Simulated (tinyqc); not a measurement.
What each parameter does: configuration-coordinate model of carrier capture at a defect.

Two parabolas of equal curvature k in one coordinate Q: with the carrier free at the band edge, U_f = k Q^2/2; with the carrier trapped, U_t = k (Q - dQ)^2/2 - ET. ER = k dQ^2/2, Huang-Rhys factor S = ER/hw, hw = 0.0646541 sqrt(k/M) eV for k in eV/angstrom^2 and M in u. The curves cross at a height Eb = (ER - ET)^2/(4 ER) above the free minimum.

Multiphonon factor for giving p = ET/hw phonons to the lattice: W = exp(-S (2 nb + 1)) ((nb + 1)/nb)^(p/2) I_p(x), nb = 1/(exp(hw/kT) - 1), x = 2 S sqrt(nb (nb + 1)), I_p the modified Bessel function. Classical limit: W = hw exp(-Eb/kT)/sqrt(4 pi ER kT). At T = 0: exp(-S) S^p/Gamma(p + 1).

Constants: kB = 8.617333262e-05 eV/K.

Values chosen for the exercise (of the size met at an oxide trap near a Si / SiO2 interface; the results hold for these values, not for the real material):
- ET = 0.37 eV (thermal depth of the level below the band edge)
- ER = 1.38 eV (relaxation energy)
- hw = 0.045 eV (phonon energy of the mode)
- T = 77 K (temperature)

Eb, log10 W and the full width 2.35482 sqrt(ER hw coth(hw/2kT)).

Results for these values:
```
case  Eb (eV)  log10 W  full width (eV)
base   0.1848   -5.884           0.5875
```

What happens to each result for ER = 1.43 eV, all else kept?

Answer: Eb rises from 0.1848 to 0.1964; log10 W falls from -5.884 to -6.237; full width rises from 0.5875 to 0.5980.

The same for each parameter in turn:
```
case           Eb (eV)  log10 W  full width (eV)
base            0.1848   -5.884           0.5875
ET = 0.41 eV    0.1705   -5.422           0.5875
ER = 1.43 eV    0.1964   -6.237           0.5980
hw = 0.054 eV   0.1848   -5.023           0.6430
T = 107 K       0.1848   -5.755           0.5913
```

Computed by tinyqc, a small Python program: `OMP_NUM_THREADS=1 python tinyqc.py 1450539 1450540 out.jsonl` (the numbers bound the seed that draws the inputs); one thread of a shared host (Intel(R) Xeon(R) Processor @ 2.30GHz), about 0.01 s for the whole set of steps.
